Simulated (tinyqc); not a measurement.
# p-n diode with diffusion and depletion-layer recombination, step by step

Program tinyqc, `OMP_NUM_THREADS=1 python tinyqc.py 2260028 2260029 out.jsonl`; Intel Xeon 2.30GHz, shared host, one thread, about 0.01 s. Printed values are rounded.

Abrupt junction in the depletion approximation, low injection, full ionisation, neutral widths fixed, ohmic contact on the p side. Vj is the junction voltage; where a series resistance Rs is given, V = Vj + J Rs is the terminal voltage.

Parameters, values chosen for the exercise; band and dielectric values close to those of silicon:
```
symbol    value        unit                                               meaning
T           300           K                                           temperature
Eg          1.1          eV                                              band gap
eps_r      11.5                                             relative permittivity
Nc      2.77e19       cm^-3                conduction-band density of states at T
Nv      2.67e19       cm^-3                   valence-band density of states at T
Na       1.7e16       cm^-3                                      acceptor density
Nd       4.4e17       cm^-3                                         donor density
mun        1100  cm^2/(V s)                       electron mobility in the p side
mup         180  cm^2/(V s)                           hole mobility in the n side
tn         3e-6           s                                     electron lifetime
tp         5e-7           s                                         hole lifetime
wp         0.21          um                           neutral width of the p side
wn          290          um                           neutral width of the n side
Sp        40000        cm/s               recombination velocity at the n contact
Rs       0.0016    ohm cm^2                                     series resistance
Et         0.03          eV                  trap level above the intrinsic level
Vj         0.62           V  junction voltage at which recombination is evaluated
V          0.58           V                                      terminal voltage
```

Constants: q = 1.602176634e-19 C, kB = 1.380649e-23 J/K, Vt = kB T/q, eps0 = 8.8541878128e-14 F/cm where lengths are in cm. Results are converted to the units shown.

## Diffusion lengths and saturation currents

ni = sqrt(Nc Nv) exp(-Eg/(2 Vt)), Eg in volts; D = mu Vt; Ln = sqrt(Dn tn), Lp = sqrt(Dp tp); J0n = q ni^2 Dn coth(wp/Ln)/(Ln Na); J0p = (q ni^2 Dp/(Lp Nd)) (s + tanh(wn/Lp))/(1 + s tanh(wn/Lp)), s = Sp Lp/Dp.

ni = 1.56640e10 cm^-3
Ln = 92.3643 um
Lp = 15.2535 um
J0n = 3.13137e-9 A/cm^2
J0p = 2.72559e-13 A/cm^2

wp/Ln = 0.0023 and wn/Lp = 19; electrons carry 100 % of the diffusion current.

## Recombination in the depleted layer

ni = sqrt(Nc Nv) exp(-Eg/(2 Vt)), Eg in volts. Vbi = Vt ln(Na Nd/ni^2), W = sqrt(2 eps0 eps_r (Vbi - Vj)(1/Na + 1/Nd)/q), xp = W Nd/(Na + Nd), xn = W Na/(Na + Nd); u(x) = q Na (x + xp)^2/(2 eps0 eps_r) for x < 0 and Vbi - Vj - q Nd (xn - x)^2/(2 eps0 eps_r) for x > 0; p = Na exp(-u/Vt), n = Nd exp((u - Vbi + Vj)/Vt); U = ni^2 (exp(Vj/Vt) - 1)/(tp (n + ni exp(Et/Vt)) + tn (p + ni exp(-Et/Vt))); J_scr = q times the integral of U from -xp to xn. Trapezoid rule on 15 equal steps.

W = 119.100 nm

```
point,x (nm),u (V),n (cm^-3),p (cm^-3),U (cm^-3 s^-1)
0,-114.670,0.000000,3.75748e14,1.7e16,1.24790e20
1,-106.730,0.000843,3.88206e14,1.64545e16,1.28895e20
2,-98.790,0.003373,4.28111e14,1.49207e16,1.42025e20
3,-90.850,0.007589,5.03943e14,1.26755e16,1.66875e20
4,-82.910,0.013491,6.33193e14,1.00881e16,2.08879e20
5,-74.970,0.021080,8.49221e14,7.52186e15,2.77845e20
6,-67.030,0.030355,1.21572e15,5.25425e15,3.90193e20
7,-59.090,0.041316,1.85772e15,3.43848e15,5.68083e20
8,-51.150,0.053964,3.03008e15,2.10810e15,8.14823e20
9,-43.210,0.068298,5.27543e15,1.21084e15,1.01873e21
10,-35.270,0.084319,9.80374e15,6.51559e14,9.31618e20
11,-27.330,0.102026,1.94471e16,3.28466e14,5.96481e20
12,-19.390,0.121419,4.11765e16,1.55130e14,3.03401e20
13,-11.450,0.142499,9.30622e16,6.86393e13,1.36674e20
14,-3.510,0.165265,2.24506e17,2.84524e13,5.68615e19
15,4.430,0.182660,4.4e17,1.45175e13,2.90293e19
```

J_scr = 7.40162e-4 A/cm^2

With 2000 steps J_scr = 7.401e-4 A/cm^2; the coarse value is within 0.01 % of it. U is largest at x = -43.2 nm among these points; the peak lies where tp n = tn p. On the fine grid U peaks at 1.032e21 cm^-3 s^-1, and J_scr/(q U_max) is 37.6 % of W, the effective width of the recombining zone.

## Starting value

Vj = Vt ln(V/(Rs J0)), the value at which all of V would drop over Rs.

Vj at the start = 0.658573 V

## Iteration 1: new Vj

J0 = J0n + J0p = 3.13164e-9 A/cm^2

Diffusion current alone: J = J0 (exp(Vj/Vt) - 1), g = Vj + J Rs - V, g' = 1 + Rs J0 exp(Vj/Vt)/Vt, Vj(new) = Vj - g/g'.

J = 362.5 A/cm^2
g = 0.658573 V
g' = 23.4354
Vj after iteration 1 = 0.630471 V

## Iteration 2: new Vj

As before.

J = 122.242 A/cm^2
g = 0.246059 V
g' = 8.56567
Vj after iteration 2 = 0.601745 V

## Iteration 3: new Vj

As before.

J = 40.2386 A/cm^2
g = 0.0861268 V
g' = 3.49040
Vj after iteration 3 = 0.577070 V

## Course of the iteration

Stop when the step is below 1e-10 V, or after 80 iterations.

Course of the iteration:
```
iteration,Vj before the step (V),step (V)
1,0.658573,-0.0281
2,0.630471,-0.0287
3,0.601745,-0.0247
4,0.577070,-0.0112
5,0.565911,-1.24e-3
6,0.564673,-1.14e-5
7,0.564661,-9.38e-10
8,0.564661,0
```

Converged in 8 iterations.
